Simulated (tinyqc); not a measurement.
From results back to parameters: valence-band offset from core levels. Two cases, with inputs chosen for the exercise.

Problem. At an interface of A and B the binding energy of the core level of B exceeds that of A by dCL. Binding energy of a core level = (EF - Ev) + CL, with one Fermi level for both sides. Find dEv = Ev(A) - Ev(B) and dEc = Eg2 - Eg1 - dEv with the corrected (second) gaps.

Find: dEv; dEc.

Method. dCL = (EF - Ev(B)) + CL_B - (EF - Ev(A)) - CL_A = dEv + CL_B - CL_A; the Fermi level drops out.

Case 1.

Values chosen (out of a larger set: gaps near those of Si and HfO2; not measured data): CL = (84.95, 53.21) eV (depth of a core level below the valence top in bulk A and bulk B); Eg1 = (0.61, 1.12) eV (gap of A: semi-local value, corrected value); Eg2 = (3.91, 5.53) eV (gap of B: semi-local value, corrected value).

dCL = -28.5519 eV

Solution.

dEv = 3.19 eV
dEc = 1.22 eV

Case 2.

Values chosen (out of a larger set: gaps near those of Si and HfO2; not measured data): CL = (65.9, 33.2) eV (depth of a core level below the valence top in bulk A and bulk B); Eg1 = (0.58, 1.13) eV (gap of A: semi-local value, corrected value); Eg2 = (3.91, 6.03) eV (gap of B: semi-local value, corrected value).

dCL = -29.6874 eV

Solution.

dEv = 3.01 eV
dEc = 1.89 eV

Computed by tinyqc, one run a case: `OMP_NUM_THREADS=1 python tinyqc.py N N+1 out.jsonl` with N = 1851289, 1880005; one thread of a shared Intel(R) Xeon(R) Processor @ 2.30GHz, about 0.01 s a run at most.
